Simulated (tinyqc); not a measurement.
Permittivity of the insulator from five potentials.

Question. A node lies on a semiconductor-insulator interface. Steps: hs = tb/2 down into the semiconductor, ho = tox/2 up into the insulator, hy = L/5 sideways. The flux balance of its box reads eox (hy/ho)(above - node) + eps_r (hy/hs)(below - node) + [(eps_r hs + eox ho)/(2 hy)](left + right - 2 node) - q Na (hs/2) hy/eps0 = 0. Find eox.

Parameters, values chosen for the exercise; semiconductor permittivity close to that of silicon: relative permittivity of the semiconductor eps_r = 11.5; half the body thickness tb = 8 nm; insulator thickness tox = 2.2 nm; channel length L = 36 nm; acceptor density of the depleted body Na = 8.7e17 cm^-3.

Constants: q = 1.602176634e-19 C, eps0 = 8.8541878128e-14 F/cm where lengths are in cm. Results are converted to the units shown.

psi (V): node 0.020359572, above -0.0092015546, below 0.050249834, left 0.016372868, right 0.12816780

Answer. The balance is linear in eox.

eox = 3.90

Computed by the program tinyqc: `OMP_NUM_THREADS=1 python tinyqc.py 2480130 2480131 out.jsonl`, one thread of a shared Intel Xeon 2.30GHz, about 0.1 s for the whole run.
